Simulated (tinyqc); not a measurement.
## Scale length and length offset from two DIBL values

Question. DIBL = exp(-Le/(2 l)) + 2 exp(-Le/l) with Le = L - dL. Find l, dL and the drawn length for a DIBL of 100 mV/V.

DIBL at drawn lengths 30 and 46 nm (mV/V): 98.477952  21.566589

Solution. With e = exp(-Le/(2 l)), 2 e^2 + e = DIBL gives e and so Le/l at each length; Le/l is a straight line in L with slope 1/l.

l = 5.70 nm
dL = 1.80 nm
length for 100 mV/V = 29.8 nm

Computed by the program tinyqc: `OMP_NUM_THREADS=1 python tinyqc.py 2002171 2002172 out.jsonl`, one thread of a shared Intel Xeon 2.30GHz, about 0.01 s for the whole run.
